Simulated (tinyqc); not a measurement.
Undoped gate-all-around wire MOSFET, analytic charge model: one step of the calculation.

An undoped round wire of radius R under an insulator shell and a surrounding gate; long channel, electrons only, n = ni exp((psi - V)/Vt) with V the quasi-Fermi potential (0 at the source, Vd at the drain), constant mobility, no quantisation. The radial Poisson equation gives n(r) = n(0)/(1 - (1 - b) r^2/R^2)^2 with b = Q0/(Q + Q0). Q is the electron charge per area of the wire surface.

Task. Drain current and line charge. Q solves Vg - V0 - V = Q/Cox + Vt ln(Q/Q0) + Vt ln(1 + Q/Q0). I = mu (2 pi R/L)[2 Vt (Qs - Qd) + (Qs^2 - Qd^2)/(2 Cox) + Vt Q0 ln((Qd + Q0)/(Qs + Q0))], with Qs at V = 0 and Qd at V = Vd. Electrons per length at the source: 2 pi R Qs/q; surface over centre density: (1 + Qs/Q0)^2.

Values chosen for this exercise; material values close to those of silicon: temperature T = 300 K; wire radius R = 6 nm; channel mobility mu = 120 cm^2/(V s); gate length L = 0.5 um; drain voltage Vd = 0.1 V.

Constants: q = 1.602176634e-19 C, kB = 1.380649e-23 J/K, Vt = kB T/q. Results are converted to the units shown.

Qs = 2.1479039 nC/cm^2
Qd = 0.046493539 nC/cm^2
Cox = 3.4386897 uF/cm^2
Q0 = 180.06679 nC/cm^2

Give: first term; second term; third term; I; electrons per length; surface over centre density.

Result.

first term = 9.831e-4 uA
second term = 6.067e-6 uA
third term = -4.886e-4 uA
I = 5.006e-4 uA
electrons per length = 0.005054 1/nm
surface over centre density = 1.024

The square-law term makes up 1.21 % of the current. Below threshold the third term cancels half of the first, leaving the diffusion current Vt (Qs - Qd).

Numbers from tinyqc (`OMP_NUM_THREADS=1 python tinyqc.py 2460014 2460015 out.jsonl`; about 0.02 s on one thread of a shared Intel Xeon 2.30GHz).
